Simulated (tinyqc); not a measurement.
# Capacitance measurement on a leaky thin oxide: effects of series resistance and leakage: two studies

The device is a capacitance C in parallel with a leakage conductance G, in series with Rs and Ls. An impedance meter reports either a parallel pair (Cp, Gp) from Y = 1/Z = Gp + i w Cp or a series pair (Cs, Rm) from Z = Rm + 1/(i w Cs); w = 2 pi f, dissipation D = Gp/(w |Cp|).

Parameters, values chosen for the exercise; values of the order met in thin-oxide MOS capacitors: relative permittivity of the gate insulator (close to silicon dioxide) eox = 3.9; insulator thickness tox = 2 nm; gate area A = 2500 um^2; oxide-equivalent thickness added by the accumulation layer zc = 0.44 nm; oxide-equivalent thickness added by gate depletion zp = 0 nm; gate leakage current density, not matched to the thickness Jg = 0.012 A/cm^2; voltage for an e-fold rise of the leakage Vs = 0.42 V; series resistance Rs = 9.2 ohm; series inductance Ls = 0 nH; measuring frequency f = 1e6 Hz.

Constants: eps0 = 8.8541878128e-14 F/cm where lengths are in cm. Results are converted to the units shown.

Each table varies one quantity; the others keep the values above.

## Readings against frequency

EOT = 3.9 tox/eox; CET = EOT + zc + zp; C = 3.9 eps0 A/CET; G = Jg A/Vs. Z = Rs + i w Ls + 1/(G + i w C); CET read from Cp = 3.9 eps0 A/Cp; errors under 0.001 % are printed as 0.

The same in every row: C (pF) = 35.380.

Results:
```
f (Hz)  Cp (pF)  Cs (pF)          D  error of Cp (%)  error of Cs (%)  CET read from Cp (nm)
1000     35.380   400.66     3.2132         -1.31e-3             1030                 2.4400
3000     35.380   75.967     1.0711         -1.31e-3              115                 2.4400
10000    35.380   39.033    0.32134         -1.31e-3             10.3                 2.4400
30000    35.380   35.786    0.10717         -1.31e-3             1.15                 2.4400
1e5      35.380   35.417   0.032336         -1.32e-3            0.103                 2.4400
3e5      35.380   35.385   0.011324         -1.35e-3           0.0115                 2.4400
3e6      35.379   35.381  0.0072066         -5.08e-3                0                 2.4401
1e7      35.365   35.380   0.020773          -0.0431                0                 2.4411
3e7      35.247   35.380   0.061462           -0.376                0                 2.4492
```

Estimate the missing row, f = 1e6 Hz.

Computed row:
```
f (Hz)  Cp (pF)  Cs (pF)          D  error of Cp (%)  error of Cs (%)  CET read from Cp (nm)
1e6      35.380   35.381  0.0052583         -1.73e-3          1.03e-3                 2.4400
```

With this row back in the table: D goes from 3.21 through a minimum of 0.00526 (at f = 1e6 Hz among the rows listed) to 0.0615; without inductance its minimum lies at f = sqrt(G (1 + G Rs)/Rs)/(2 pi C) = 1.25e6 Hz. The error of Cp goes from -0.00131 to -0.376 % and that of Cs from 1030 to 0 %; at low frequency Cp tends to C/(1 + G Rs)^2 and Cs grows as 1 + (G/(w C))^2. One of the two readings is within 2 % of C for f = 1000, 3000, 10000, 30000, 1e5, 3e5, 1e6, 3e6, 1e7, 3e7 Hz. For f = 1000, 3000 D exceeds 1, where the accuracy of real meters degrades in proportion to sqrt(1 + D^2).

## Effect of the series resistance

Same model as above.

The same in every row: C (pF) = 35.38; Cs (pF) = 35.38.

Effect of the series resistance:
```
Rs (ohm)  Cp (pF)         D  error of Cp (%)  error of Cs (%)  CET read from Cp (nm)
1           35.38  0.003435                0          1.03e-3                  2.440
3           35.38  0.003880                0          1.03e-3                  2.440
10          35.38  0.005436         -1.92e-3          1.03e-3                  2.440
30          35.38  0.009882         -8.73e-3          1.03e-3                  2.440
100         35.36   0.02544          -0.0637          1.03e-3                  2.442
300         35.21   0.06990           -0.485          1.03e-3                  2.452
1000        33.67    0.2255            -4.84          1.03e-3                  2.564
3000        24.42    0.6701            -31.0          1.03e-3                  3.536
```

Read the table: what changes, and by how much?

As Rs goes from 1 to 3000, the error of Cp goes from 0 to -31.0 %, that of Cs from 0.00103 to 0.00103 %, and D rises from 0.00344 to 0.670. The CET read from Cp goes from 2.44 to 3.54 nm against the true 2.44 nm. Rs does not enter the imaginary part of Z, so Cs does not depend on it.

tinyqc, about 0.01 s, one thread, Intel Xeon 2.30GHz (shared host): `OMP_NUM_THREADS=1 python tinyqc.py 2022137 2022138 out.jsonl`
